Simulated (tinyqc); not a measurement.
On-chip interconnect, size-dependent resistivity and RC delay: two metals against line width.

A rectangular line between two neighbours and two ground planes. Surface and grain-boundary scattering are added to the bulk resistivity as corrections; capacitances are parallel-plate values without fringing; inductance is ignored.

Metal width x = wd - 2 tl, height y = AR wd - tl; grain boundaries (Mayadas-Shatzkes): al = (lam/(gr x)) Rg/(1 - Rg), g = 1/[1 - 3 al/2 + 3 al^2 - 3 al^3 ln(1 + 1/al)] - 1; surfaces (Fuchs-Sondheimer, thick limit): s = (3/8) lam (1 - ps)(1/x + 1/y); rho = rho0 (1 + g + s); r = rho/(x y). The second metal has rho2, lam2 and tl2 in place of rho0, lam and tl; ps, Rg, gr and AR are shared.

Values chosen for this exercise; metal values close to those of copper:
```
symbol,value,unit,meaning
rho0,1.72,uohm cm,bulk resistivity
lam,39.3,nm,bulk mean free path
ps,0,,specular share of surface scattering
Rg,0.21,,reflection coefficient of grain boundaries
gr,2,,grain size over the metal width
AR,1.6,,"aspect ratio, height over width"
tl,2.2,nm,"liner on both walls and the bottom, not conducting"
sp,19,nm,space to the neighbouring lines
hd,35,nm,dielectric height to the planes above and below
ek,2.5,,relative permittivity of the dielectric
Mf,1,,Miller factor of the neighbours
rho2,7.88,uohm cm,bulk resistivity of the second metal (close to ruthenium)
lam2,6.75,nm,mean free path of the second metal
tl2,0.1,nm,liner of the second metal
```

Constants: eps0 = 8.8541878128e-12 F/m. Results are converted to the units shown.

Result of one run:
```
rho, first (uohm cm)	rho, second (uohm cm)	r, first (ohm/um)	r, second (ohm/um)	ratio second/first
2.188	8.239	0.9970	3.584	3.594
```

Which drawn line width wd gave this result: 6.5, 8, 13, 22 or 120 nm?

wd = 120 nm.

The whole series:
```
wd (nm)	rho, first (uohm cm)	rho, second (uohm cm)	r, first (ohm/um)	r, second (ohm/um)	ratio second/first
6.5	22.68	14.61	1.317e4	2251	0.1709
8	14.57	13.32	3817	1345	0.3524
10	10.30	12.22	1332	784.4	0.5887
13	7.487	11.21	468.0	423.2	0.9041
17	5.750	10.42	182.5	228.9	1.254
22	4.654	9.842	80.12	128.6	1.605
30	3.767	9.317	32.13	65.27	2.032
45	3.028	8.837	10.69	27.44	2.567
70	2.538	8.495	3.523	10.88	3.087
120	2.188	8.239	0.9970	3.584	3.594
```

The resistivity of the first metal falls from 22.7 to 2.19 uohm cm and that of the second goes from 14.6 to 8.24 uohm cm as the line widens. The products rho0 lam, which set the size effect, are 67.6 and 53.2 uohm cm nm. The two resistances cross at wd = 14.0 nm: below it the second metal gives the lower line resistance. For widths well under the mean free path the thick-limit surface term is only a guide.

Range of the model: The metal width is under the mean free path, where the thick-limit surface term and the simple sum of corrections lose accuracy.

Numbers from tinyqc (`OMP_NUM_THREADS=1 python tinyqc.py 2100098 2100099 out.jsonl`; about 0.01 s on one thread of a shared Intel Xeon 2.30GHz).
